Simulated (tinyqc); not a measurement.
Schottky barrier on an n-type semiconductor, non-linear Poisson equation by Newton steps: one step of the calculation.

One dimension, metal at x = 0, donor density C(x) = Nd, uniform. Energies are counted from the electron Fermi level of the semiconductor and the conduction-band edge is Ec = -psi, so n = Nc exp(psi/Vt); holes follow the Fermi level of the metal, at -V, so p = Nv exp((V - psi - Eg)/Vt). Ends: psi(0) = V - phiB and psi = Vt ln(Nd/Nc) deep inside. Boltzmann statistics, full ionisation, no current, no image force in the Poisson equation.

Task. Check against the first integral. First integral for uniform doping: E_0^2 = (2 q/(eps0 eps_r)) [Nd (U - Vt + Vt exp(-U/Vt)) + Vt p_0], U = Vbi - V, Vbi = phiB - Vt ln(Nc/Nd), p_0 = Nv exp((phiB - Eg)/Vt) (deep holes neglected). Image-force lowering dphi = sqrt(q E_0/(4 pi eps0 eps_r)), at x_m = sqrt(q/(16 pi eps0 eps_r E_0)). Depletion approximation: E = sqrt(2 q Nd U/(eps0 eps_r)).

Parameters, values chosen for the exercise; band and dielectric values close to those of 4H silicon carbide: temperature T = 250 K; band gap Eg = 3.27 eV; relative permittivity eps_r = 9.65; conduction-band density of states at T Nc = 1.32e19 cm^-3; valence-band density of states at T Nv = 1.9e19 cm^-3; donor density deep in the semiconductor Nd = 7.8e17 cm^-3; barrier height phiB = 1.23 eV; bias of the metal against the semiconductor V = -5 V.

Constants: q = 1.602176634e-19 C, kB = 1.380649e-23 J/K, Vt = kB T/q, eps0 = 8.8541878128e-14 F/cm where lengths are in cm. Results are converted to the units shown.

Wanted: E_0; dphi; x_m; field in the depletion approximation.

Result.

E_0 = 1341.0 kV/cm
dphi = 141.46 mV
x_m = 0.52743 nm
field in the depletion approximation = 1343.3 kV/cm

Computed by the program tinyqc: `OMP_NUM_THREADS=1 python tinyqc.py 2020127 2020128 out.jsonl`, one thread of a shared Intel Xeon 2.30GHz, about 0.07 s for the whole run.
